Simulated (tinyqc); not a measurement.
# Gap and mass from two generation rates

Inverse problem. In the two-band model the band-to-band tunnelling rate in a uniform field is G = A F^2 exp(-B/F), with B = pi sqrt(m/C) Eg^1.5/4 (V/nm), A = 1e21 (2 q/h) m Eg/(16 pi C B) for G in cm^-3 s^-1 and F in V/nm, C = hbar^2/(2 m0). Find B, A, Eg and m.

Constants: q = 1.602176634e-19 C, hbar = 1.054571817e-34 J s, h = 6.62607015e-34 J s, m0 = 9.1093837015e-31 kg, hbar^2/(2 m0) = 0.0380998212 eV nm^2. Results are converted to the units shown.

G at F = 0.093 and 0.17 V/nm (cm^-3 s^-1): [5.4147650e23, 1.1504691e28]

Answer. The slope of ln(G/F^2) against 1/F is -B and the intercept gives A. The product A B fixes m Eg, and B = (pi/4) Eg sqrt(m Eg/C) then gives Eg.

B = 1.798 V/nm
A = 1.562e34 cm^-3 s^-1 (V/nm)^-2
Eg = 1.340 eV
m = 0.08300 m0

Program tinyqc, `OMP_NUM_THREADS=1 python tinyqc.py 2620125 2620126 out.jsonl`; Intel Xeon 2.30GHz, shared host, one thread, about 0.02 s.
